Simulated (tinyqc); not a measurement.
Plane-wave Kohn-Sham cycle with exchange-only LDA in a layered model solid, step by step. One step of it, computed by the program tinyqc.

Question. Iteration 2: Hamiltonian at one k. H(m,m') = (k + G_m)^2/2 delta + V(G_m - G_m'), with V(-G) = V(G).

A solid whose potential varies along x alone (atomic units):
```
parameter                      value
period a                   12.000000
cross-section of the cell  24.000000
electrons per cell                 4
grid points                       16
plane waves -n..n, n               3
k points                           3
V1 in V1 cos(2 pi x/a)     -0.190000
```

V(G_m), m = 0, 1, 2, ... (hartree): [-0.230269, 0.076116, -0.001361, -0.001028, 0.000011, 0.000077, 0.000028]

k = 0.000000 2 pi / a

Give: H.

Answer.

H (hartree), order -3, -2, -1, +0, +1, +2, +3:
$$\begin{pmatrix}
1.0034 & 0.0761 & -0.0014 & -0.0010 & 0.0000 & 0.0001 & 0.0000 \\
0.0761 & 0.3180 & 0.0761 & -0.0014 & -0.0010 & 0.0000 & 0.0001 \\
-0.0014 & 0.0761 & -0.0932 & 0.0761 & -0.0014 & -0.0010 & 0.0000 \\
-0.0010 & -0.0014 & 0.0761 & -0.2303 & 0.0761 & -0.0014 & -0.0010 \\
0.0000 & -0.0010 & -0.0014 & 0.0761 & -0.0932 & 0.0761 & -0.0014 \\
0.0001 & 0.0000 & -0.0010 & -0.0014 & 0.0761 & 0.3180 & 0.0761 \\
0.0000 & 0.0001 & 0.0000 & -0.0010 & -0.0014 & 0.0761 & 1.0034
\end{pmatrix}$$
